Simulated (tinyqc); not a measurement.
Linear model of a band gap against the share of exact exchange: one step. Self-consistent share. Five cases, with inputs chosen for the exercise.

Problem. Iterate alpha -> 1/eps(alpha) seven times from a_start. The fixed point solves alpha eps(alpha) = 1; the contraction factor there is 2 (eps - 1) S/((EP + S alpha) eps^2).

E(alpha) = E0 + S alpha. A wider gap screens less, modelled in the Penn form eps(alpha) = 1 + (e0 - 1)(EP/(EP + S alpha))^2 with a scale EP chosen for the exercise. A dielectric-dependent hybrid takes alpha = 1/eps.

Case 1.

Values chosen (of the order of those of SiO2; the results hold for these values, not for the real material): E0 = 5.38 eV (gap of the semi-local functional); S = 9.24 eV (slope dE/d(alpha)); e0 = 2.39 (optical dielectric constant at alpha = 0); EP = 30.9 eV (energy scale of the screening); a_start = 0.25 (starting alpha).

Case 2.

Values chosen (of the order of those of Si; the results hold for these values, not for the real material): E0 = 0.59 eV (gap of the semi-local functional); S = 5.23 eV (slope dE/d(alpha)); e0 = 12.29 (optical dielectric constant at alpha = 0); EP = 8.9 eV (energy scale of the screening); a_start = 0 (starting alpha).

Case 3.

Values chosen (of the order of those of GaP; the results hold for these values, not for the real material): E0 = 1.66 eV (gap of the semi-local functional); S = 5.53 eV (slope dE/d(alpha)); e0 = 9.74 (optical dielectric constant at alpha = 0); EP = 12 eV (energy scale of the screening); a_start = 0.25 (starting alpha).

Case 4.

Values chosen (of the order of those of Si; the results hold for these values, not for the real material): E0 = 0.6 eV (gap of the semi-local functional); S = 4.87 eV (slope dE/d(alpha)); e0 = 12.87 (optical dielectric constant at alpha = 0); EP = 9.7 eV (energy scale of the screening); a_start = 0.25 (starting alpha).

Case 5.

Values chosen (of the order of those of Ge; the results hold for these values, not for the real material): E0 = 0.08 eV (gap of the semi-local functional); S = 4.96 eV (slope dE/d(alpha)); e0 = 17.76 (optical dielectric constant at alpha = 0); EP = 9.1 eV (energy scale of the screening); a_start = 0.25 (starting alpha).

Give: Iterates; fixed point; contraction factor.

Solution.

Case 1.

Iterates:
```
step    alpha     eps  E (eV)
0     0.25000  2.2034  7.6900
1     0.45385  2.0776  9.5736
2     0.48131  2.0622  9.8273
3     0.48491  2.0602  9.8606
4     0.48538  2.0600  9.8649
5     0.48544  2.0599  9.8655
6     0.48545  2.0599  9.8656
7     0.48545  2.0599  9.8656
```

fixed point = 0.48545
contraction factor = 0.1305

The factor is positive, so the iterates approach from one side, the error shrinking to 0.13 of itself each step; the gap is within 0.01 eV of its limit from step 3. Self-consistency moves the gap by +0.619 eV against the one-shot choice 1/e0, since a wider gap screens less.

Case 2.

Iterates:
```
step    alpha      eps  E (eV)
0     0.00000  12.2900  0.5900
1     0.08137  11.2831  1.0155
2     0.08863  11.1999  1.0535
3     0.08929  11.1924  1.0570
4     0.08935  11.1917  1.0573
5     0.08935  11.1916  1.0573
6     0.08935  11.1916  1.0573
7     0.08935  11.1916  1.0573
```

fixed point = 0.08935
contraction factor = 0.0909

The factor is positive, so the iterates approach from one side, the error shrinking to 0.09 of itself each step; the gap is within 0.01 eV of its limit from step 2. Self-consistency moves the gap by +0.042 eV against the one-shot choice 1/e0, since a wider gap screens less.

Case 3.

Iterates:
```
step    alpha     eps  E (eV)
0     0.25000  8.0275  3.0425
1     0.12457  8.8168  2.3489
2     0.11342  8.8933  2.2872
3     0.11244  8.9001  2.2818
4     0.11236  8.9006  2.2813
5     0.11235  8.9007  2.2813
6     0.11235  8.9007  2.2813
7     0.11235  8.9007  2.2813
```

fixed point = 0.11235
contraction factor = 0.0874

The factor is positive, so the iterates approach from one side, the error shrinking to 0.09 of itself each step; the gap is within 0.01 eV of its limit from step 2. Self-consistency moves the gap by +0.054 eV against the one-shot choice 1/e0, since a wider gap screens less.

Case 4.

Iterates:
```
step    alpha      eps  E (eV)
0     0.25000  10.3702  1.8175
1     0.09643  11.7990  1.0696
2     0.08475  11.9208  1.0127
3     0.08389  11.9300  1.0085
4     0.08382  11.9306  1.0082
5     0.08382  11.9307  1.0082
6     0.08382  11.9307  1.0082
7     0.08382  11.9307  1.0082
```

fixed point = 0.08382
contraction factor = 0.0740

The factor is positive, so the iterates approach from one side, the error shrinking to 0.07 of itself each step; the gap is within 0.01 eV of its limit from step 2. Self-consistency moves the gap by +0.030 eV against the one-shot choice 1/e0, since a wider gap screens less.

Case 5.

Iterates:
```
step    alpha      eps  E (eV)
0     0.25000  13.9812  1.3200
1     0.07152  16.5259  0.4348
2     0.06051  16.7068  0.3801
3     0.05986  16.7177  0.3769
4     0.05982  16.7183  0.3767
5     0.05981  16.7184  0.3767
6     0.05981  16.7184  0.3767
7     0.05981  16.7184  0.3767
```

fixed point = 0.05981
contraction factor = 0.0594

The factor is positive, so the iterates approach from one side, the error shrinking to 0.06 of itself each step; the gap is within 0.01 eV of its limit from step 2. Self-consistency moves the gap by +0.017 eV against the one-shot choice 1/e0, since a wider gap screens less.

Computed by tinyqc, one run a case: `OMP_NUM_THREADS=1 python tinyqc.py N N+1 out.jsonl` with N = 1850330, 1850347, 1850358, 1850495, 1850530; one thread of a shared Intel(R) Xeon(R) Processor @ 2.30GHz, about 0.01 s a run at most.
